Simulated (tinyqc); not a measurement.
Doping and flat-band voltage from the body effect.

Question. VT = Vfb + 2 phiF + gamma sqrt(2 phiF + Vsb), phiF = Vt ln(Na/ni), gamma = sqrt(2 q eps0 eps_r Na)/Cox, Cox = eps0 eox/tox. Find Na, gamma and Vfb from two thresholds.

Parameters, values chosen for the exercise; material values close to those of gallium nitride: temperature T = 293 K; relative permittivity of the semiconductor eps_r = 9.63; relative permittivity of the gate insulator eox = 8.92; insulator thickness tox = 27 nm.

Constants: q = 1.602176634e-19 C, kB = 1.380649e-23 J/K, Vt = kB T/q, eps0 = 8.8541878128e-14 F/cm where lengths are in cm. Results are converted to the units shown.

VT at Vsb = 0 and 1.9 V (V): 2.0389746  2.1726387
ni = 2.5492259e-11 cm^-3

Solution. The difference of the thresholds, gamma [sqrt(2 phiF + Vsb) - sqrt(2 phiF)], holds no Vfb and rises with Na, so it has one root; Vfb then follows from the first threshold.

Na = 2.50e16 cm^-3
gamma = 0.283 V^0.5
Vfb = -1.60 V

Computed by the program tinyqc: `OMP_NUM_THREADS=1 python tinyqc.py 2360041 2360042 out.jsonl`, one thread of a shared Intel Xeon 2.30GHz, about 0.04 s for the whole run.
